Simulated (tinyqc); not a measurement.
Length of a molecular wire: coherent transport through a tight-binding bridge. Computed by the program tinyqc. T = Gamma_L Gamma_R |G_1n|^2 with the self-energies of semi-infinite chains.

A uniform bridge between two chains:
```
parameter,value
site energy (eV),2.700000
hopping in the bridge (eV),1.320000
lead hopping (eV),1.800000
couplings (eV),"0.7, 0.84"
E (eV),-0.400000
```

Transmission against length:
```
sites,T,ln T
2,1.2069e-02,-4.417
3,3.6229e-03,-5.620
4,1.1173e-03,-6.797
5,3.4750e-04,-7.965
6,1.0836e-04,-9.130
7,3.3816e-05,-10.295
8,1.0556e-05,-11.459
9,3.2953e-06,-12.623
10,1.0287e-06,-13.787
```

What does the comparison show, and why?

E lies outside the band of the bridge (|E - e|/2h = 1.174 > 1), so T decays as exp(-beta n) with beta = 2 arccosh(1.174) = 1.1641 a site; the last two rows give 1.1642.
